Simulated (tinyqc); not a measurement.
MOSFET with velocity saturation and source resistance: one step of the calculation.

Strong inversion, charge Q = Cox (Vg - m V) at channel potential V with Vg the gate overdrive, and drift velocity v = mu E/(1 + mu E/vsat). Integrating along the channel gives I = mu Cox (1/L)(Vg Vd - m Vd^2/2)/(1 + Vd/Vc) per width, Vc = vsat L/mu, which peaks at Vdsat. Units: I in uA/um, Rs in ohm um, so the drop over Rs is 1e-6 I Rs volts.

Question. Saturation current with source resistance. Vg = Vgs - I Rs - VT (0 if negative), mu = mu0/(1 + th Vg), Vc = vsat L/mu, x = sqrt(1 + 2 Vg/(m Vc)), Vdsat = 2 Vg/(m (1 + x)), Isat = Cox vsat Vg (x - 1)/(x + 1) per width. I(new) = Isat.

Parameters, values chosen for the exercise:
- Cox = 2.03 uF/cm^2 (gate capacitance)
- mu0 = 510 cm^2/(V s) (mobility at low gate voltage)
- th = 0.4 1/V (mobility degradation)
- vsat = 1.2e7 cm/s (saturation velocity)
- m = 1.39 (body factor)
- VT = 0.48 V (threshold)
- L = 0.1 um (channel length)
- Rs = 900 ohm um (source resistance)
- Vgs = 1.8 V (gate voltage)

I after iteration 1 = 1381.5009 uA/um

Wanted: Vg; mu; Vc; Vdsat; Isat; I after iteration 2.

Answer.

Vg = 0.07665 V
mu = 494.8 cm^2/(V s)
Vc = 0.2425 V
Vdsat = 0.04999 V
Isat = 17.45 uA/um
I after iteration 2 = 17.45 uA/um

Program tinyqc, `OMP_NUM_THREADS=1 python tinyqc.py 2500115 2500116 out.jsonl`; Intel Xeon 2.30GHz, shared host, one thread, about 0.01 s.
